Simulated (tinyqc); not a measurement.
What each parameter does: hydrogenic donor in a hard-walled well (variational).

Trial function cos(pi z/L) exp(-r/lam), r measured from the donor at zi, walls at +/- L/2, one eps everywhere. Counted from the lowest subband, E(lam) = c/(m lam^2) - (q/eps) I0/I1, with I0 the integral of cos^2(pi z/L) exp(-2|z - zi|/lam) over the well and I1 the same with the factor (|z - zi| + lam/2); c = hbar^2/2m0, q = e^2/(4 pi eps0). The binding energy is -E at the minimum.

Constants: hbar^2/2m0 = 3.80998211 eV angstrom^2; e^2/(4 pi eps0) = 14.39964547 eV angstrom; Ry = 13.60569312 eV.

Inputs chosen for the exercise (near those of Si, with one mean mass; the results hold for these values, not for the real material):
```
symbol  value  unit      meaning
m       0.285  m0        mass
eps     12.1             dielectric constant
L       33     angstrom  well width
zi      14     angstrom  position of the donor from the centre
```

The minimum over lam; Ry* = Ry m/eps^2.

Results for these values:
```
case  binding (meV)  lam (angstrom)  binding/Ry*
base          29.76            30.6        1.124
```

What happens to each result for eps = 13.3, all else kept?

Answer: binding falls from 29.76 to 25.87; lam rises from 30.6 to 32.6; binding/Ry* rises from 1.124 to 1.180.

The same for each parameter in turn:
```
case             binding (meV)  lam (angstrom)  binding/Ry*
base                     29.76            30.6        1.124
m = 0.242 m0             27.50            34.2        1.223
eps = 13.3               25.87            32.6        1.180
L = 43 angstrom          31.87            27.4        1.203
zi = 7 angstrom          44.03            22.1        1.663
```

tinyqc: `OMP_NUM_THREADS=1 python tinyqc.py 1251633 1251634 out.jsonl`; about 0.03 s, one thread, shared Intel(R) Xeon(R) Processor @ 2.30GHz.
